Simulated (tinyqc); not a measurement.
What each setting does: recursion (Haydock) method for the local density of states: bulk site of a square lattice.

One orbital a site at energy 0, hopping -t to the 4 nearest neighbours of a square lattice; the start u0 is a site in the bulk, with energy V. Recursion: a_n = <u_n|H|u_n>, b_(n+1) u_(n+1) = (H - a_n) u_n - b_n u_(n-1), b > 0. G(z) = 1/(z - a0 - b1^2/(z - a1 - b2^2/(...))), z = E + i eta. After n levels the tail is b_n^2 T with the square-root terminator T = (z - sqrt(z - 2b) sqrt(z + 2b))/(2 b^2), b = 2t so that the band edges lie at -/+ 4t.

Values chosen for the exercise:
- t = 0.57 eV (hopping)
- V = 0 eV (shift of the starting site)
- n = 4 (levels kept)
- E = -1.35 eV (energy)
- eta = 0.028 eV (broadening)

G at z = E + i eta with n levels and terminator. Each row changes one parameter from the base and keeps the others.

Results:

| case | Re G (1/eV) | density (1/eV) |
|---|---|---|
| base | -0.4599 | 0.1762 |
| t = 0.627 eV | -0.4132 | 0.1632 |
| V = 0.5 eV | -0.4523 | 0.1109 |
| n = 5 | -0.4679 | 0.1819 |
| E = -1.24 eV | -0.4544 | 0.1791 |
| eta = 0.056 eV | -0.4577 | 0.1754 |

The largest shifts from the base row, up to three for each result and ties (the steps differ in size, so this ranks the rows, not the parameters). Re G (1/eV): t +0.0467, n -0.0080, V +0.0076. density (1/eV): V -0.0653, t -0.0130, n +0.0057.

Run: tinyqc, `OMP_NUM_THREADS=1 python tinyqc.py 1451975 1451976 out.jsonl`; Intel(R) Xeon(R) Processor @ 2.30GHz, one thread, shared host; about 0.01 s of CPU time with all checks.
